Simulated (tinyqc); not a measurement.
Changing the regular-solution parameter W: interdiffusion in a binary couple: Darken equations, Kirkendall shift and Boltzmann-Matano analysis. Computed by tinyqc, a small Python program. Command: `OMP_NUM_THREADS=1 python tinyqc.py 3016649 3016650 out.jsonl darken sweep`. One thread of a shared host (Intel(R) Xeon(R) Processor @ 2.30GHz), about 0.1 s of CPU time with the checks.

x is the mole fraction of B; the molar volume is constant, and the two halves are long enough to count as infinite.

Inputs (values chosen for the exercise, for a model alloy A-B):

| quantity | value | unit |
|---|---|---|
| tracer diffusivity D*_A(0) | 3.8e-15 | m^2/s |
| tracer diffusivity D*_B(0) | 4.1e-15 | m^2/s |
| slope k of ln D* with x | -1.4 | - |
| temperature T | 990 | K |
| left composition x_L | 0.33 | - |
| right composition x_R | 0.61 | - |
| time t | 110000 | s |
| composition x for the local step | 0.53 | - |

Vacancy-wind correction: Manning, fcc.

Constants: k_B = 8.617333262e-05 eV/K.

Method:
- D*_i(x) = D*_i(0) exp(k x); thermodynamic factor Phi = 1 - 2 W x (1 - x)/(k_B T); with f0 = 0.7815, M0 = 2 f0/(1 - f0), den = M0 ((1 - x) D*_A + x D*_B): D_A = D*_A Phi [1 + 2 (1 - x)(D*_A - D*_B)/den], D_B = D*_B Phi [1 - 2 x (D*_A - D*_B)/den]; interdiffusion D~ = x D_A + (1 - x) D_B.
- With lambda = z/sqrt(t), the profile solves d/dlambda (D~ dx/dlambda) + (lambda/2) dx/dlambda = 0 with x = x_L and x_R far to the left and right; z = 0 is the original interface. It is solved as a boundary-value problem in y = lambda/sqrt(D~ at the mean composition) on -12 < y < 12 (collocation, tolerance 1e-8).
- Read from the profile: the position z(x), the area -int_(x_L)^x z dx and the slope.
- Lattice planes move with v = (D_B - D_A) dx/dz; markers from the original interface stay at one composition, where z_K = 2 t v.

One run for each value:

| regular-solution parameter W (eV) | thermodynamic factor Phi | interdiffusion coefficient D~ at the local x (m^2/s) | marker position z_K (um) | slope dx/dz at the local x (1/um) |
|---|---|---|---|---|
| -0.25 | 2.460 | 4.618e-15 | 0.3596 | 0.003034 |
| -0.20 | 2.168 | 4.070e-15 | 0.3377 | 0.003233 |
| -0.15 | 1.876 | 3.522e-15 | 0.3143 | 0.003477 |
| -0.10 | 1.584 | 2.974e-15 | 0.2891 | 0.003786 |
| -0.05 | 1.292 | 2.425e-15 | 0.2614 | 0.004196 |
| 0.00 | 1.000 | 1.877e-15 | 0.2304 | 0.004776 |
| 0.05 | 0.708 | 1.329e-15 | 0.1946 | 0.005691 |
| 0.10 | 0.416 | 7.810e-16 | 0.1504 | 0.007469 |

Describe and explain the trends.

Over the rows, thermodynamic factor Phi falls from 2.46 to 0.416; interdiffusion coefficient D~ at the local x (m^2/s) falls from 4.62e-15 to 7.81e-16; marker position z_K (um) falls from 0.360 to 0.150. Phi is linear in W and would vanish at this composition for W = 0.171 eV, the spinodal. Left out: 0.150, 0.200 (Phi falls below 0.15 or turns negative within the couple, near or inside the spinodal).
